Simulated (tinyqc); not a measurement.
# Dead time and true rate from two light levels

Inverse problem. A non-paralysable detector measures m = n/(1 + n td); dark counts are negligible. Find td and the true rate at the lower flux.

measured rates at a photon flux and at four times that flux (1/s): [1.2121212e7, 2.8070175e7]

Answer. 1/m = 1/n + td, so the difference of the inverse rates is 3/(4 n).

td = 20.00 ns
n = 1.600e7 1/s

Program tinyqc, `OMP_NUM_THREADS=1 python tinyqc.py 2630022 2630023 out.jsonl`; Intel Xeon 2.30GHz, shared host, one thread, about 0.01 s.
